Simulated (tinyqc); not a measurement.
Two-valley model of the transferred-electron effect: one step, computed by the program tinyqc. Command: `OMP_NUM_THREADS=1 python tinyqc.py 3014368 3014369 out.jsonl gunn walk`. One thread of a shared host (Intel(R) Xeon(R) Processor @ 2.30GHz), about 0.01 s of CPU time with the checks.

Both kinds of valley share one electron temperature T_e, and each has a constant mobility.

Question. First two iterations. Density-of-states ratio R = Z (m2/m1)^(3/2); n2/n1 = R exp(-dE/(k_B T_e)); mean mobility mu = (mu1 + mu2 n2/n1)/(1 + n2/n1); energy balance e mu F^2 = (3/2) k_B (T_e - T)/tau_E; v = mu F. Fixed point from T_e = T: T_out = T + (2/3) e mu(T_e) F^2 tau_E/k_B, T_new = T_e + mixing (T_out - T_e); stop when |T_out - T_e| is below 1e-6 K.

Inputs (values chosen for the exercise, modelled on CdTe):
```
quantity                       value        unit
central-valley mass m1         0.094         m_0
satellite-valley mass m2        0.31         m_0
satellite valleys Z                4           -
valley separation dE            0.53          eV
central-valley mobility mu1      990  cm^2/(V s)
satellite-valley mobility mu2     87  cm^2/(V s)
energy relaxation time tau_E    0.76          ps
lattice temperature T            300           K
electric field F                  39       kV/cm
mixing                           0.1           -
```

Solver: damped fixed point.

Constants: k_B = 8.617333262e-05 eV/K.

Give: T_out of iteration 1; T_e after iteration 1; mu at that T_e; T_e after iteration 2.

Answer.

T_out of iteration 1 = 9153.5 K

T_e after iteration 1 = 1185.3 K

mu at that T_e = 883.54 cm^2/(V s)

T_e after iteration 2 = 1887.0 K
